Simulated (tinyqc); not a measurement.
From capture coefficient C back to electron-phonon coupling W: non-radiative capture by multiphonon emission, one effective mode. Computed by tinyqc, a small Python program. Command: `OMP_NUM_THREADS=1 python tinyqc.py 3004872 3004873 out.jsonl capture inv`. One thread of a shared host (Intel(R) Xeon(R) Processor @ 2.30GHz), about 0.05 s of CPU time with the checks.

The initial state (free carrier plus empty centre) lies dE above the final state; both have the same frequency and are displaced by dQ.

Inputs (values chosen for the exercise, with mass, screening and phonons like those of GaSb):

| quantity | value | unit |
|---|---|---|
| energy released dE | 0.385 | eV |
| phonon energy hbar omega | 29.4 | meV |
| Huang-Rhys factor S | 8.86 | - |
| cell volume V | 1310 | angstrom^3 |
| degeneracy g | 1 | - |
| broadening b | 21 | meV |
| carrier mass m | 0.397 | m_0 |
| temperature T | 500 | K |
| defect density N_t | 6e+16 | cm^-3 |

Centre: neutral.

Constants: hbar^2/u = 4.18015928e-03 eV angstrom^2; k_B = 8.617333262e-05 eV/K; hbar = 6.582119569e-16 eV s; k_B = 1.380649e-23 J/K; m_0 = 9.1093837015e-31 kg.

Method:
- dQ = sqrt(2 S (hbar^2/u)/hbar omega); relaxation energy lambda = S hbar omega; phonons needed P = dE/hbar omega; classical barrier E_b = (dE - lambda)^2/(4 lambda); occupation n = 1/(exp(hbar omega/k_B T) - 1).
- Huang-Rhys weight for a net emission of p phonons: L_p = exp(-S (2n + 1)) ((n + 1)/n)^(p/2) I_p(2 S sqrt(n (n + 1))), I_p the modified Bessel function.
- M_p = sum_m w_m <m_i|Q|(m + p)_f>^2 with Q counted from the final minimum and Boltzmann weights w_m for m = 0..24; <m_i|Q|k_f> = sqrt((hbar^2/u)/(2 hbar omega)) [sqrt(k) <m|k-1> + sqrt(k+1) <m|k+1>], with overlaps of oscillators displaced by d = sqrt(2 S) summed on 1500 points from -16 to 16 + d.
- The delta function is a Gaussian of standard deviation b at dE - p hbar omega.
- C_0 = V (2 pi/hbar) g W^2 sum_p M_p Gaussian_p. The sum runs over the seven p from round(P) - 3 to round(P) + 3; 1 angstrom^3 = 1e-24 cm^3.
- For a neutral centre the Sommerfeld factor is 1.
- C = s C_0; v = sqrt(3 k_B T/m); sigma = C/v; tau = 1/(C N_t).

Problem. A run gave the result below. Find the electron-phonon coupling W, known to lie between 0.017 and 0.023 eV/(u^(1/2) angstrom).

capture coefficient C = 3.017201e-08 cm^3/s

Solution.

Each step takes the trial c = (a f_b - b f_a)/(f_b - f_a), f being the result less the target and a, b, c the logarithms of the listed values; c replaces end b, the old b replaces a if the sign of f changed, and otherwise f_a is halved.

Scan of the range:

| electron-phonon coupling W (eV/(u^(1/2) angstrom)) | capture coefficient C (cm^3/s) |
|---|---|
| 0.0170 | 2.54226e-08 |
| 0.0179 | 2.81857e-08 |
| 0.0188 | 3.10912e-08 |
| 0.0198 | 3.44868e-08 |
| 0.0208 | 3.80583e-08 |
| 0.0219 | 4.21901e-08 |
| 0.0230 | 4.65348e-08 |

False position (Illinois rule, in the logarithm of the input) inside the bracket:

| step | end a | end b | trial | capture coefficient C (cm^3/s) |
|---|---|---|---|---|
| 1 | 0.0179000 | 0.0188000 | 0.0185105 | 3.01410e-08 |
| 2 | 0.0188000 | 0.0185105 | 0.0185199 | 3.01715e-08 |
| 3 | 0.0188000 | 0.0185199 | 0.0185201 | 3.01725e-08 |
| 4 | 0.0185199 | 0.0185201 | 0.0185200 | 3.01720e-08 |

Capture coefficient C rises at every point of a 13-point scan of the range (every second point is shown), so one value fits; it is bracketed by 0.0179 and 0.0188. The scan shows a pure power law with exponent 2.000, so scaling from any one row also gives the answer directly. Answer: electron-phonon coupling W = 0.01852 eV/(u^(1/2) angstrom).
